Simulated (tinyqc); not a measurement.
# Changing the mass of the ion at fixed atomic number

Model: ion implantation: universal nuclear stopping, Lindhard-Scharff electronic stopping and a Gaussian range profile. Computed by tinyqc, a small Python program. Command: `OMP_NUM_THREADS=1 python tinyqc.py 3021407 3021408 out.jsonl implant sweep`. One thread of a shared host (Intel(R) Xeon(R) Processor @ 2.30GHz), about 0.1 s of CPU time with the checks.

An ion slows by elastic collisions with screened nuclei and by friction with electrons; channelling is ignored and the target is uniform.

Inputs (values chosen for the exercise, modelled on aluminium ions in silicon):

| quantity | value | unit |
|---|---|---|
| ion atomic number Z1 | 13 | - |
| target atomic number Z2 | 14 | - |
| target mass M2 | 28.09 | u |
| target density N | 49.94 | 1/nm^3 |
| ion energy E | 7.7 | keV |
| scale factor of electronic stopping k | 1.3 | - |

Method:
- Reduced energy eps = 32.53 M2 E/(Z1 Z2 (M1 + M2)(Z1^0.23 + Z2^0.23)), E in keV; s_n = ln(1 + 1.1383 eps)/(2 (eps + 0.01321 eps^0.21226 + 0.19593 eps^0.5)) for eps up to 30 and ln(eps)/(2 eps) above; S_n = 8.462 Z1 Z2 M1 s_n/((M1 + M2)(Z1^0.23 + Z2^0.23)) in 1e-15 eV cm^2.
- S_e = k 3.83 Z1^(7/6) Z2/(Z1^(2/3) + Z2^(2/3))^(3/2) sqrt(E/M1) in 1e-15 eV cm^2, E in keV.
- Path length R = int_0^E dE'/(N (S_n + S_e)); energy lost to nuclei nu = int_0^E S_n/(S_n + S_e) dE' (both with E' = E y^3 and 64 Gauss-Legendre points in y).
- Estimates of Lindhard type: R_p = R/(1 + M2/(3 M1)), straggle dR_p = (2/3) R_p sqrt(M1 M2)/(M1 + M2).

One run for each value:

| ion mass M1 (u) | projected range R_p (nm) | path length R (nm) | straggle dR_p (nm) | energy lost to nuclei nu (keV) |
|---|---|---|---|---|
| 13.5 | 17.344 | 29.373 | 5.4139 | 5.4472 |
| 17.0 | 17.680 | 27.418 | 5.7123 | 5.8235 |
| 21.4 | 17.849 | 25.659 | 5.8951 | 6.1362 |
| 27.0 | 17.933 | 24.152 | 5.9766 | 6.3935 |
| 34.0 | 18.005 | 22.963 | 5.9744 | 6.5985 |
| 42.9 | 18.130 | 22.087 | 5.9103 | 6.7631 |
| 54.0 | 18.356 | 21.538 | 5.8057 | 6.8922 |

Describe and explain the trends.

Over the rows, projected range R_p (nm) rises from 17.3 to 18.4 (exponent d ln y / d ln x 0.083 between the first rows and 0.054 between the last); path length R (nm) falls from 29.4 to 21.5 (exponent d ln y / d ln x -0.30 between the first rows and -0.11 between the last); straggle dR_p (nm) goes from 5.41 through a maximum among these rows, 5.98 at 27.0, to 5.81. R_p/R goes from 0.59 to 0.85: a heavier ion is deflected less. The masses are formal and span far more than real isotopes.

Extremes, crossings and ranges named in words are read from the listed rows.
